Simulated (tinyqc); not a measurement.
Mirror strength against the number of periods: longitudinal sound in a periodic multilayer: transfer matrices, stop bands and folded phonons. Computed by tinyqc, a small Python program. Command: `OMP_NUM_THREADS=1 python tinyqc.py 3021085 3021086 out.jsonl multilayer walk`. One thread of a shared host (Intel(R) Xeon(R) Processor @ 2.30GHz), about 0.01 s of CPU time with the checks.

Layers 1 and 2 repeat with period d = d_1 + d_2; waves travel normal to the layers, without loss. State vector (u, s): displacement u and stress divided by omega. Impedances Z = rho v are in 1e6 kg/(m^2 s).

Inputs (values chosen for the exercise, modelled on silica (layer 1), hafnia (layer 2) and silicon (substrate)):
```
quantity,value,unit
density rho_1,2.18,g/cm^3
velocity v_1,5850,m/s
thickness d_1,660,nm
density rho_2,9.71,g/cm^3
velocity v_2,5520,m/s
thickness d_2,923,nm
substrate density,2.35,g/cm^3
substrate velocity,8550,m/s
frequency f,2.18,GHz
```

Method:
- Z = rho v; interface reflection r = (Z_2 - Z_1)/(Z_2 + Z_1) (stress amplitude, from 1 into 2); Bragg frequency f_B = 1/[2 (d_1/v_1 + d_2/v_2)]; long-wave velocity v_eff = d/sqrt[(d_1/v_1)^2 + (d_2/v_2)^2 + (Z_1/Z_2 + Z_2/Z_1)(d_1/v_1)(d_2/v_2)].
- A layer maps (u, s) by [[cos p, sin p/Z], [-Z sin p, cos p]], p = 2 pi f d_i/v_i; one period is M = M_2 M_1, and cos(q d) = trace(M)/2.
- For N periods A = M^N. A wave comes from a thick layer of material 1 and leaves into the substrate (Z_s): transmitted power T = 4 Z_1 Z_s/|Z_1 A_22 + Z_s A_11 - i (Z_1 Z_s A_12 - A_21)|^2, reflected power R = 1 - T.

Bragg frequency f_B = 1.78552 GHz

Z_2 = 53.5992

Z_1 = 12.753

Z of the substrate = 20.0925

trace(M)/2 = -1.68622

Transmitted power:
```
N,T at f_B,T at f_B (dB),T at f
1,0.32050,-4.9418,0.42769
2,0.024117,-16.177,0.055437
3,0.0015486,-28.101,0.0061007
4,9.8397e-05,-40.070,6.5981e-04
6,3.9670e-07,-64.015,7.6878e-06
8,1.5992e-09,-87.961,8.9551e-08
12,2.5991e-14,-135.85,1.2151e-11
16,4.2240e-19,-183.74,1.6488e-15
24,1.1157e-28,-279.52,3.0356e-23
```

What does the comparison show, and why?

At f_B each further period removes 11.97 dB at large N; 99 % reflection needs N = 3 among these rows. At f, in a stop band, T decays as well. Values below about 1e-6 belong to the ideal stack: roughness and scattering into other modes, left out here, set a floor in a real one.
